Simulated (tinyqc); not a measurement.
Inside a calculation. Method: Pariser-Parr-Pople SCF with singles CI, for the molecule C=CC=C(F)C=C (SMILES; centres numbered as the heavy atoms are written). One step of it, computed by the program tinyqc.

Problem. Singles CI, triplets. Over the 6 single excitations with the smallest orbital gaps: A = (e_a - e_i) delta - (ij|ab), with (pq|rs) = sum c_mp c_mq gamma_mn c_nr c_ns.

orbital energies (eV): -18.473344  -12.539493  -11.144766  -8.666400  -2.317040  0.022733  1.665598

coefficients:
```
,MO1,MO2,MO3,MO4,MO5,MO6,MO7
1C,0.005122,0.267049,-0.425869,0.503656,-0.474988,-0.452922,-0.250746
2C,0.017970,0.433060,-0.496455,0.256939,0.252060,0.514559,0.413939
3C,0.067205,0.508868,-0.199402,-0.461576,0.423920,-0.181283,-0.520722
4C,0.240144,0.456444,0.172121,-0.440504,-0.432132,-0.217623,0.525569
5F,0.965970,-0.190414,-0.061199,0.110740,0.084586,0.034533,-0.079297
6C,0.063362,0.411454,0.528625,0.220873,-0.284385,0.509896,-0.396980
7C,0.018760,0.261350,0.468607,0.460618,0.506336,-0.434373,0.233508
```

repulsion gamma_rs (eV):
```
,1C,2C,3C,4C,5F,6C,7C
1C,11.130000,5.345087,3.872126,2.880831,2.831278,2.343796,1.946696
2C,5.345087,11.130000,5.346287,3.872225,3.906905,2.881443,2.343832
3C,3.872126,5.346287,11.130000,5.344264,4.348957,3.872225,2.880777
4C,2.880831,3.872225,5.344264,11.130000,6.300035,5.346287,3.872225
5F,2.831278,3.906905,4.348957,6.300035,21.400000,4.349970,3.907240
6C,2.343796,2.881443,3.872225,5.346287,4.349970,11.130000,5.344264
7C,1.946696,2.343832,2.880777,3.872225,3.907240,5.344264,11.130000
```

Give: triplet CI matrix; triplet excitation energies.

Solution.

triplet CI matrix (eV):
```
,4>5,4>6,3>5,2>5,4>7,3>6
4>5,1.2882,-0.1372,-0.1107,0.2343,0.3567,1.4167
4>6,-0.1372,3.9338,1.4167,-0.0271,-0.1081,0.0544
3>5,-0.1107,1.4167,4.0278,-0.0881,0.0172,0.1667
2>5,0.2343,-0.0271,-0.0881,5.2414,-1.1407,1.2547
4>7,0.3567,-0.1081,0.0172,-1.1407,5.2157,1.1005
3>6,1.4167,0.0544,0.1667,1.2547,1.1005,5.9724
```

triplet excitation energies (eV): 0.8799  2.5593  3.1597  5.4155  6.3679  7.2972
